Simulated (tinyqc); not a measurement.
## Stacked nanosheet transistor, parasitic resistance, capacitance and delay: effect of the spacer length

Ns sheets share one contact on top; each has perimeter p = 2 (Ws + ts) and cross-section A = Ws ts; contact width Wc = Ws + 10 nm, stack height Hs = Ns pv. Sheet 1 is the top one. Contact length Lc = CPP - Lg - 2 Lsp, shared by two neighbouring gates. Source and drain sides are equal. The formulas are first-order estimates, not field solutions.

Epitaxy sheet resistance Rsh = re/te, transfer length LT = sqrt(rc/Rsh), contact Rc = [sqrt(rc Rsh)/Wc] coth(Lc/(2 LT)); extension of one sheet Rx = rx Lsp/A. With N sheets: gate Cg = Cinv p N Lg; per side, plate Cp = ks eps0 [Wc (Hs + Hc) - N A]/Lsp, top fringe Cf = (2/pi) ks eps0 Wc ln(1 + Lg/(2 Lsp)), overlap Co = Cinv p N Lov. One sheet: I = p Q vx u/(1 + |u|^1.8)^(1/1.8), Q = Cinv n Vt ln(1 + exp((Vg' - VT + dl Vd')/(n Vt))), u = Vd' mu/(vx Lg), Vg' = Vgs - v, Vd' = Vds - 2 v, with the drop on each side v_j = Rc sum I + rv (sum over levels k = 2..j of the current of sheets k..Ns) + Rx I_j. Ieff = [I(Vgs = Vdd, Vds = Vdd/2) + I(Vdd/2, Vdd)]/2, total currents. With Cs = Cp + Cf + Co, the load of an inverter of two such devices driving an equal one is CL = 2 (Cg + 2 Cs) + 4 Cs + Cw (own drains counted twice for the Miller effect); delay CL Vdd/(2 Ieff).

Parameters, values chosen for the exercise; values close to those of silicon logic devices:
- T = 300 K (temperature)
- Ns = 3 (number of sheets)
- Ws = 12 nm (sheet width)
- ts = 5 nm (sheet thickness)
- pv = 12 nm (vertical pitch of the sheets)
- rv = 96 ohm (vertical resistance between sheet levels)
- CPP = 48 nm (contacted gate pitch)
- Lg = 16 nm (gate length)
- ks = 5.5 (relative permittivity of the spacer)
- Hc = 15 nm (gate height above the channel stack)
- rc = 2.3e-9 ohm cm^2 (contact resistivity)
- re = 0.00068 ohm cm (resistivity of the source-drain epitaxy)
- te = 20 nm (current-carrying depth of the epitaxy)
- rx = 0.0013 ohm cm (resistivity of the extension)
- Lov = 0.5 nm (gate overlap)
- Cinv = 2.6 uF/cm^2 (inversion capacitance)
- vx = 1e7 cm/s (injection velocity)
- mu = 200 cm^2/(V s) (apparent mobility)
- VT = 0.23 V (threshold at zero drain voltage)
- dl = 0.05 V/V (barrier lowering)
- n = 1.15 (subthreshold factor)
- Cw = 0.29 fF (wire load)
- Vdd = 0.8 V (supply voltage)

Constants: q = 1.602176634e-19 C, kB = 1.380649e-23 J/K, eps0 = 8.8541878128e-12 F/m, Vt = kB T/q. Results are converted to the units shown.

Results:
```
Lsp (nm)  Rc (ohm)  Rx/N (ohm)  Ieff (uA)  CL (aF)  delay (ps)
2            817.5       144.4      76.29    577.7       3.029
3            870.1       216.7      73.47    514.9       2.803
4            932.2       288.9      70.52    483.2       2.741
5             1006       361.1      67.42    464.1       2.753
6             1096       433.3      64.16    451.3       2.813
8             1348       577.8      57.00    435.1       3.054
12            2634       866.7      38.60    418.8       4.341
```

Estimate the missing row, Lsp = 10 nm.

Computed row:
```
Lsp (nm)  Rc (ohm)  Rx/N (ohm)  Ieff (uA)  CL (aF)  delay (ps)
10            1773       722.2      48.72    425.4       3.493
```

With this row back in the table: As Lsp goes from 2 to 12 nm, Ieff falls from 76.3 to 38.6 uA, CL falls from 578 to 419 aF and the delay goes from 3.03 through a minimum of 2.74 (at Lsp = 4 nm among the rows listed) to 4.34 ps. A thin spacer costs capacitance, a thick one resistance and contact length, hence the minimum. For Lsp = 2 to 3 nm the spacer is under 3.5 nm, where leakage and breakdown between gate and contact would forbid it.

tinyqc, about 0.06 s, one thread, Intel Xeon 2.30GHz (shared host): `OMP_NUM_THREADS=1 python tinyqc.py 2170044 2170045 out.jsonl`
